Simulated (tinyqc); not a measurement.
Changing the substrate thickness t_S: elastic strain and critical thickness of a cubic alloy layer A(1-x)B(x) on a thick substrate. Computed by tinyqc, a small Python program. Command: `OMP_NUM_THREADS=1 python tinyqc.py 3010052 3010053 out.jsonl misfit sweep`. One thread of a shared host (Intel(R) Xeon(R) Processor @ 2.30GHz), about 0.01 s of CPU time with the checks.

Strain is positive in tension. The layer is coherent with the substrate unless said otherwise.

Inputs (values chosen for the exercise, modelled on Ga(1-x)In(x)As on GaAs):
```
quantity                              value      unit
fraction x of B                        0.14         -
lattice constant a_A                  5.653  angstrom
lattice constant a_B                  6.058  angstrom
substrate lattice constant a_S        5.653  angstrom
layer thickness h                        42        nm
biaxial modulus of the substrate M_S    128       GPa
wafer diameter W                        150        mm
```

Growth plane: (001).

C11, C12, C44 of A (GPa): 120.6  54.86  58.37

C11, C12, C44 of B (GPa): 82.69  45.98  39.34

Method:
- a = (1 - x) a_A + x a_B, the same rule for each C_ij; misfit f = (a_S - a)/a, the in-plane strain of the coherent layer.
- (001): D = 2 C12/C11, M = C11 + C12 - 2 C12^2/C11. The free surface carries no normal stress, so e_perp = -D f; dV/V = 2 f + e_perp; stress = M f; energy per area = M f^2 h (1 GPa nm = 1 J/m^2).
- Stoney: curvature = 6 |stress| h/(M_S t_S^2); radius = 1/curvature; bow = curvature W^2/8.

One run for each value:
```
substrate thickness t_S (micrometre)  curvature (1/m)  radius of curvature (m)  bow (micrometre)
100                                           0.23273                     4.30            654.56
150                                           0.10344                     9.67            290.91
220                                           0.04808                    20.80            135.24
320                                           0.02273                    44.00             63.92
460                                           0.01100                    90.92             30.93
680                                           0.00503                   198.68             14.16
1000                                          0.00233                   429.68              6.55
```

Over the rows, curvature (1/m) falls from 0.233 to 0.00233 (exponent d ln y / d ln x about -2.0 throughout); radius of curvature (m) rises from 4.30 to 430 (exponent d ln y / d ln x about 2.0 throughout); bow (micrometre) falls from 655 to 6.55 (exponent d ln y / d ln x about -2.0 throughout). The exponent of curvature stays at -2: the bending stiffness grows as t^3 and the lever arm as t.

Caution (all rows): the curvature assumes a coherent layer, but h exceeds h_c. Caution (rows 100, 150, 220): a bow above a fifth of the wafer thickness is beyond Stoney's small-deflection limit.
